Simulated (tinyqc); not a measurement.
# Off-state leakage of single and stacked transistors: two studies

n-channel devices of unit width. Subthreshold current I(Vg, Vs, Vd) = I0 (T/300 K)^0.5 exp[(Vg - Vs - VT(T) - gb (Vs - Vb) + dd (Vd - Vs))/(nf Vt)] (1 - exp(-(Vd - Vs)/Vt)), VT(T) = VT - cT (T - 300 K). Gate-edge tunnelling Ig (Vd/1 V) exp(ag (Vd - 1 V)), for a gate at 0 V, and band-to-band leakage Ab u exp(-Bb/u), u = Vd - Vb + 1 V, flow at a drain held at V; both are taken as independent of T. In a stack of off transistors (all gates at 0 V) the same subthreshold current passes through each.

Values chosen for this exercise; values of the order met in bulk silicon logic transistors: temperature T = 330 K; supply voltage V = 0.7 V; threshold at 300 K, zero drain and body bias VT = 0.29 V; fall of the threshold with temperature cT = 0.8 mV/K; current at threshold at 300 K I0 = 0.43 uA/um; slope factor nf = 1.44; drain-induced lowering per volt dd = 0.08; rise of the threshold per volt of source-body bias gb = 0.12; gate-edge tunnelling current at 1 V Ig = 2e-5 uA/um; exponential slope of the gate current ag = 5.7 1/V; prefactor of band-to-band leakage at the drain Ab = 300 uA/(um V); its exponential voltage Bb = 20 V; body voltage Vb = -0.6 V.

Constants: q = 1.602176634e-19 C, kB = 1.380649e-23 J/K, Vt = kB T/q. Results are converted to the units shown.

Each table varies one quantity; the others keep the values above.

## Subthreshold current against the height of the stack

All n gates at 0 V, bottom source at 0 V, top drain at V; node voltages follow from equal currents.

Subthreshold current against the height of the stack:
```
n,I (nA/um),reduction factor,drain voltage of the bottom device (mV),source voltage of the top device (mV),voltage across the top device (V)
1,0.4607,1.000,700.0,0,0.7000
2,0.1069,4.308,49.84,49.84,0.6502
3,0.06144,7.498,19.91,68.75,0.6312
4,0.04328,10.64,12.68,80.71,0.6193
5,0.03346,13.77,9.341,89.49,0.6105
6,0.02729,16.88,7.405,96.44,0.6036
```

Read the table: what changes, and by how much?

The second transistor cuts the current by a factor of 4.31, the third by a further 1.74 and the sixth by 1.23. The top device keeps 86.2 % of the supply at n = 6, while the drain voltage of the bottom one falls to 0.260 Vt.

## Leakage components against the body voltage

Same model as above.

One transistor with Vg = Vs = 0, Vd = V; stack factor I(one)/I(two in series).

The same in every row: gate edge (nA/um) = 0.002532; stack factor = 4.308.

Result of one run:
```
Vb (V),subthreshold (nA/um),band-to-band (nA/um),total (nA/um),largest part
-0.4,0.8278,46.05,46.88,band-to-band
```

What becomes of these results when the body voltage Vb is changed from -0.4 to -0.2 V, all else the same?

Result of the changed run:
```
Vb (V),subthreshold (nA/um),band-to-band (nA/um),total (nA/um),largest part
-0.2,1.487,15.29,16.78,band-to-band
```

The whole series:
```
Vb (V),subthreshold (nA/um),band-to-band (nA/um),total (nA/um),largest part
0.2,4.803,0.7288,5.534,subthreshold
0,2.673,3.965,6.640,band-to-band
-0.2,1.487,15.29,16.78,band-to-band
-0.4,0.8278,46.05,46.88,band-to-band
-0.6,0.4607,115.4,115.9,band-to-band
-0.8,0.2564,251.6,251.9,band-to-band
-1,0.1427,491.5,491.6,band-to-band
-1.2,0.07939,879.8,879.9,band-to-band
-1.4,0.04418,1468,1468,band-to-band
```

As Vb goes from 0.2 to -1.4, the total leakage rises from 5.53 to 1470 nA/um. The subthreshold part leads at Vb = 0.2, the band-to-band part from 0 on. The reduction by a stack of two stays at 4.31, for the subthreshold part alone. For Vb = 0.2 the body is forward biased; the junction current, left out, is still small at this voltage.

Program tinyqc, `OMP_NUM_THREADS=1 python tinyqc.py 2242071 2242072 out.jsonl`; Intel Xeon 2.30GHz, shared host, one thread, about 0.03 s.
